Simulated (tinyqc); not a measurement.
RHF in the 3-21g basis, for H2, spin multiplicity 1, step by step. Computed by tinyqc, a small Python program that keeps every step (integrals from PySCF). Settings: charge = 0, multiplicity = 1, basis = 3-21g, energy threshold = 1e-10, iteration cap = 75, orthogonalisation = symmetric, start = atomic densities, DIIS depth = 4, shift = 0.2, method = RHF. Command: `OMP_NUM_THREADS=1 python tinyqc.py 29439 29440 out.jsonl` (the two numbers bound the seeds that draw the settings). One thread of a shared host (Intel(R) Xeon(R) Processor @ 2.60GHz), about 0.05 s of CPU time with the checks. Later iterations appear only in the table of the cycle.

## One-electron integrals

Geometry (angstrom):
```
atom         x         y         z
H     0.000000  0.000000  0.000000
H     0.000000  0.000000  0.688000
```

Basis 3-21g: exponents (1/bohr^2) and contraction coefficients of normalised primitives:
```
element  l (shell)  exponent  coefficient
H            s (1)  5.447178     0.156285
H            s (1)  0.824547     0.904691
H            s (2)  0.183192     1.000000
```

Overlap, kinetic and nuclear-attraction integrals over the contracted functions; the nuclear repulsion is the sum of Za Zb / Rab.

nuclear repulsion = 0.76915292 hartree

overlap S, lower triangle:
```
          1H 1s     1H 2s     2H 1s     2H 2s
1H 1s  1.000000
1H 2s  0.645899  1.000000
2H 1s  0.454776  0.500178  1.000000
2H 2s  0.500178  0.856562  0.645899  1.000000
```

kinetic energy T (hartree), lower triangle:
```
          1H 1s     1H 2s     2H 1s     2H 2s
1H 1s  1.549405
1H 2s  0.293152  0.274788
2H 1s  0.285265  0.188193  1.549405
2H 2s  0.188193  0.211078  0.293152  0.274788
```

nuclear attraction V (hartree), lower triangle:
```
           1H 1s      1H 2s      2H 1s      2H 2s
1H 1s  -2.478601
1H 2s  -1.248852  -1.247766
2H 1s  -1.122986  -1.002291  -2.478601
2H 2s  -1.002291  -1.112388  -1.248852  -1.247766
```

core Hamiltonian H = T + V (hartree), lower triangle:
```
           1H 1s      1H 2s      2H 1s      2H 2s
1H 1s  -0.929197
1H 2s  -0.955700  -0.972978
2H 1s  -0.837721  -0.814098  -0.929197
2H 2s  -0.814098  -0.901310  -0.955700  -0.972978
```

## Two-electron integrals

Functions are numbered as in S; the eight-fold symmetry (ij|kl) = (ji|kl) = (kl|ij) leaves the list below.

Two-electron integrals (ij|kl) in chemists' order, unique and non-zero (hartree):
```
(11|11) 1.140145   (21|11) 0.611403   (21|21) 0.345152   (22|11) 0.626370
(22|21) 0.380329   (22|22) 0.482957   (31|11) 0.439427   (31|21) 0.247552
(31|22) 0.270820   (31|31) 0.218666   (32|11) 0.367304   (32|21) 0.219516
(32|22) 0.266119   (32|31) 0.201004   (32|32) 0.206423   (33|11) 0.712278
(33|21) 0.432403   (33|22) 0.532538   (33|31) 0.439427   (33|32) 0.467433
(33|33) 1.140145   (41|11) 0.467433   (41|21) 0.264649   (41|22) 0.293050
(41|31) 0.201004   (41|32) 0.181547   (41|33) 0.367304   (41|41) 0.206423
(42|11) 0.514067   (42|21) 0.313670   (42|22) 0.403251   (42|31) 0.241836
(42|32) 0.248035   (42|33) 0.514067   (42|41) 0.248035   (42|42) 0.354345
(43|11) 0.432403   (43|21) 0.262679   (43|22) 0.329130   (43|31) 0.247552
(43|32) 0.264649   (43|33) 0.611403   (43|41) 0.219516   (43|42) 0.313670
(43|43) 0.345152   (44|11) 0.532538   (44|21) 0.329130   (44|22) 0.437416
(44|31) 0.270820   (44|32) 0.293050   (44|33) 0.626370   (44|41) 0.266119
(44|42) 0.403251   (44|43) 0.380329   (44|44) 0.482957
```

## Orthogonalisation

S = U s U^T; symmetric (Loewdin) form X = U s^(-1/2) U^T, so that X^T S X = 1.

eigenvalues of S: 0.096153  0.492118  0.592509  2.819220

X, lower triangle:
```
           1H 1s      1H 2s      2H 1s     2H 2s
1H 1s   1.282385
1H 2s  -0.487052   1.990176
2H 1s  -0.200206   0.078324   1.282385
2H 2s   0.078324  -1.051288  -0.487052  1.990176
```

## Starting guess

The start is atomic minimal-basis densities projected into this basis (PySCF's MINAO start) and scaled to the electron count of each spin; this density is not idempotent, so its energy is not variational and may lie below the converged one.

D at the start, lower triangle:
```
           1H 1s     1H 2s     2H 1s     2H 2s
1H 1s   0.206783
1H 2s   0.287326  0.400633
2H 1s  -0.010267  0.002676  0.206783
2H 2s   0.002676  0.027329  0.287326  0.400633
```

## Iteration 1: building the Fock matrix

J_ij = sum D_kl (ij|kl), K_ij = sum D_kl (ik|jl); F = H + J - 0.5 K; E = tr D H + tr D J / 2 - 0.25 tr D K + E_nn.

Coulomb J (hartree), lower triangle:
```
          1H 1s     1H 2s     2H 1s     2H 2s
1H 1s  1.470714
1H 2s  0.864018  1.035539
2H 1s  0.694123  0.686364  1.470714
2H 2s  0.686364  0.913272  0.864018  1.035539
```

exchange K (hartree), lower triangle:
```
          1H 1s     1H 2s     2H 1s     2H 2s
1H 1s  0.978078
1H 2s  0.834193  0.831235
2H 1s  0.716924  0.757359  0.978078
2H 2s  0.757359  0.801380  0.834193  0.831235
```

Fock matrix F (hartree), lower triangle:
```
           1H 1s      1H 2s      2H 1s      2H 2s
1H 1s   0.052478
1H 2s  -0.508778  -0.353056
2H 1s  -0.502059  -0.506414   0.052478
2H 2s  -0.506414  -0.388729  -0.508778  -0.353056
```

total energy of this density = -0.81352357 hartree

This density is the starting one; it is not idempotent, so its energy is not variational and may lie below the converged one.

## Iteration 1: diagonalisation and new density

A level shift of 0.2 hartree raises the virtual space: F + shift (S - S D(s) S), with D(s) the density of one spin (D/2). Diagonalise F' = X^T F X, C = X C', fill 1 alpha and 1 beta electrons from the bottom; D = 2 C_occ C_occ^T. Each column has its largest component positive (the first on a tie).

F' = X^T F X (hartree), lower triangle:
```
           1          2          3         4
1   0.899696
2  -0.675606   0.424036
3  -0.516888  -0.126281   0.899696
4  -0.126281  -0.283557  -0.675606  0.424036
```

orbital energies (hartree): MO1 -0.549345, MO2 0.408311, MO3 1.072632, MO4 1.715867

coefficients C:
```
            MO1        MO2        MO3        MO4
1H 1s  0.279935   0.150492   0.768584  -1.111852
1H 2s  0.314812   1.697279  -0.652057   1.379971
2H 1s  0.279935  -0.150492   0.768584   1.111852
2H 2s  0.314812  -1.697279  -0.652057  -1.379971
```

D after iteration 1, lower triangle:
```
          1H 1s     1H 2s     2H 1s     2H 2s
1H 1s  0.156728
1H 2s  0.176254  0.198213
2H 1s  0.156728  0.176254  0.156728
2H 2s  0.176254  0.198213  0.176254  0.198213
```

## Iteration 2: building the Fock matrix

As before.

Coulomb J (hartree), lower triangle:
```
          1H 1s     1H 2s     2H 1s     2H 2s
1H 1s  1.523768
1H 2s  0.891099  1.056014
2H 1s  0.725752  0.710429  1.523768
2H 2s  0.710429  0.933284  0.891099  1.056014
```

exchange K (hartree), lower triangle:
```
          1H 1s     1H 2s     2H 1s     2H 2s
1H 1s  1.103365
1H 2s  0.938035  0.906963
2H 1s  0.898742  0.883497  1.103365
2H 2s  0.883497  0.886704  0.938035  0.906963
```

Fock matrix F (hartree), lower triangle:
```
           1H 1s      1H 2s      2H 1s      2H 2s
1H 1s   0.042889
1H 2s  -0.533619  -0.370446
2H 1s  -0.561340  -0.545417   0.042889
2H 2s  -0.545417  -0.411378  -0.533619  -0.370446
```

total energy of this density = -1.11974067 hartree

## Iteration 2: DIIS over 2 matrices

error matrix X^T (FDS - SDF) X:
```
          1          2         3          4
1  0.000000  -0.030359  0.000000  -0.030359
2  0.030359   0.000000  0.030359   0.000000
3  0.000000  -0.030359  0.000000  -0.030359
4  0.030359   0.000000  0.030359   0.000000
```

B (overlaps of the stored error matrices):
```
               1              2
1  8.6129792e-02  1.8857786e-02
2  1.8857786e-02  7.3733187e-03
```

Minimise |sum c_i e_i|^2 with sum c_i = 1: solve [B -1; -1 0][c; lambda] = [0; -1] with B_ij = tr e_i^T e_j, and take F = sum c_i F_i.

DIIS coefficients: -0.205861  1.205861

extrapolated F (hartree), lower triangle:
```
           1H 1s      1H 2s      2H 1s      2H 2s
1H 1s   0.040915
1H 2s  -0.538733  -0.374026
2H 1s  -0.573543  -0.553446   0.040915
2H 2s  -0.553446  -0.416041  -0.538733  -0.374026
```

## Iteration 2: diagonalisation and new density

As before.

F' = X^T F X (hartree), lower triangle:
```
           1          2          3         4
1   0.932376
2  -0.684255   0.436173
3  -0.607011  -0.168005   0.932376
4  -0.168005  -0.298298  -0.684255  0.436173
```

orbital energies (hartree): MO1 -0.625781, MO2 0.482341, MO3 1.089020, MO4 1.791518

coefficients C:
```
            MO1        MO2        MO3        MO4
1H 1s  0.295406   0.100837   0.762771  -1.117450
1H 2s  0.301574   1.757040  -0.658285   1.303030
2H 1s  0.295406  -0.100837   0.762771   1.117450
2H 2s  0.301574  -1.757040  -0.658285  -1.303030
```

D after iteration 2, lower triangle:
```
          1H 1s     1H 2s     2H 1s     2H 2s
1H 1s  0.174530
1H 2s  0.178174  0.181894
2H 1s  0.174530  0.178174  0.174530
2H 2s  0.178174  0.181894  0.178174  0.181894
```

## Iteration 3: building the Fock matrix

As before.

Coulomb J (hartree), lower triangle:
```
          1H 1s     1H 2s     2H 1s     2H 2s
1H 1s  1.543911
1H 2s  0.900871  1.062976
2H 1s  0.735894  0.718573  1.543911
2H 2s  0.718573  0.939783  0.900871  1.062976
```

exchange K (hartree), lower triangle:
```
          1H 1s     1H 2s     2H 1s     2H 2s
1H 1s  1.131425
1H 2s  0.948401  0.902411
2H 1s  0.921338  0.893443  1.131425
2H 2s  0.893443  0.882497  0.948401  0.902411
```

Fock matrix F (hartree), lower triangle:
```
           1H 1s      1H 2s      2H 1s      2H 2s
1H 1s   0.049002
1H 2s  -0.529030  -0.361207
2H 1s  -0.562495  -0.542246   0.049002
2H 2s  -0.542246  -0.402776  -0.529030  -0.361207
```

total energy of this density = -1.12114026 hartree

## Iteration 3: DIIS over 3 matrices

error matrix X^T (FDS - SDF) X:
```
          1          2         3          4
1  0.000000  -0.004286  0.000000  -0.004286
2  0.004286   0.000000  0.004286   0.000000
3  0.000000  -0.004286  0.000000  -0.004286
4  0.004286   0.000000  0.004286   0.000000
```

B (overlaps of the stored error matrices), lower triangle:
```
               1              2              3
1  8.6129792e-02
2  1.8857786e-02  7.3733187e-03
3  2.6621157e-03  1.0408766e-03  1.4693845e-04
```

As before.

DIIS coefficients: 0.000000  -0.164372  1.164372

extrapolated F (hartree), lower triangle:
```
           1H 1s      1H 2s      2H 1s      2H 2s
1H 1s   0.050007
1H 2s  -0.528275  -0.359689
2H 1s  -0.562685  -0.541725   0.050007
2H 2s  -0.541725  -0.401362  -0.528275  -0.359689
```

## Iteration 3: diagonalisation and new density

As before.

F' = X^T F X (hartree), lower triangle:
```
           1          2          3         4
1   0.933732
2  -0.683393   0.444428
3  -0.603783  -0.163109   0.933732
4  -0.163109  -0.290658  -0.683393  0.444428
```

orbital energies (hartree): MO1 -0.609214, MO2 0.479286, MO3 1.092933, MO4 1.793316

coefficients C:
```
            MO1        MO2        MO3        MO4
1H 1s  0.297642   0.103780   0.761901  -1.117181
1H 2s  0.299642   1.753601  -0.659166   1.307654
2H 1s  0.297642  -0.103780   0.761901   1.117181
2H 2s  0.299642  -1.753601  -0.659166  -1.307654
```

D after iteration 3, lower triangle:
```
          1H 1s     1H 2s     2H 1s     2H 2s
1H 1s  0.177182
1H 2s  0.178372  0.179571
2H 1s  0.177182  0.178372  0.177182
2H 2s  0.178372  0.179571  0.178372  0.179571
```

## Iteration 8 (converged): orbitals

converged F (hartree), lower triangle:
```
           1H 1s      1H 2s      2H 1s      2H 2s
1H 1s   0.050015
1H 2s  -0.528250  -0.359667
2H 1s  -0.562673  -0.541700   0.050015
2H 2s  -0.541700  -0.401340  -0.528250  -0.359667
```

Diagonalise F' = X^T F X, C = X C', fill 1 alpha and 1 beta electrons from the bottom; D = 2 C_occ C_occ^T. Each column has its largest component positive (the first on a tie).

F' = X^T F X (hartree), lower triangle:
```
           1          2          3         4
1   0.778255
2  -0.633674   0.299894
3  -0.559252  -0.113395   0.778255
4  -0.113395  -0.235187  -0.633674  0.299894
```

orbital energies (hartree): MO1 -0.609187, MO2 0.279284, MO3 0.892897, MO4 1.593305

coefficients C:
```
            MO1        MO2        MO3        MO4
1H 1s  0.297942   0.103779   0.761784  -1.117181
1H 2s  0.299383   1.753602  -0.659284   1.307653
2H 1s  0.297942  -0.103779   0.761784   1.117181
2H 2s  0.299383  -1.753602  -0.659284  -1.307653
```

D after iteration 8, lower triangle:
```
          1H 1s     1H 2s     2H 1s     2H 2s
1H 1s  0.177539
1H 2s  0.178397  0.179260
2H 1s  0.177539  0.178397  0.177539
2H 2s  0.178397  0.179260  0.178397  0.179260
```

## Convergence

Stop when the energy changes by less than 1e-10 hartree and every element of the error matrix X^T (F D S - S D F) X is below 3e-06.

Course of the cycle:
```
iteration  E (hartree)     change  largest element of the error matrix
1          -0.81352357          -                             1.46e-01
2          -1.11974067  -3.06e-01                             3.04e-02
3          -1.12114026  -1.40e-03                             4.29e-03
4          -1.12116837  -2.81e-05                             5.07e-04
5          -1.12116876  -3.93e-07                             6.13e-05
6          -1.12116877  -5.72e-09                             8.30e-06
7          -1.12116877  -1.06e-10                             9.95e-07
8          -1.12116877  -1.52e-12                             1.17e-07
```

PySCF RHF in the same basis = -1.12116877 hartree

Converged in 8 iterations.

## Populations, bond orders and dipole

Mulliken: Z minus the diagonal of D S on the atom; Loewdin: the same with S^(1/2) D S^(1/2); Mayer order: 2 sum_s sum (D(s) S)_ij (D(s) S)_ji over the two atoms.

Charges (e):
```
atom  Mulliken  Loewdin
1H           0        0
2H           0        0
```

Mayer bond orders:
```
pair     order
2-1   1.000000
```

dipole moment about the origin, x y z (debye): 0.000000  0.000000  0.000000
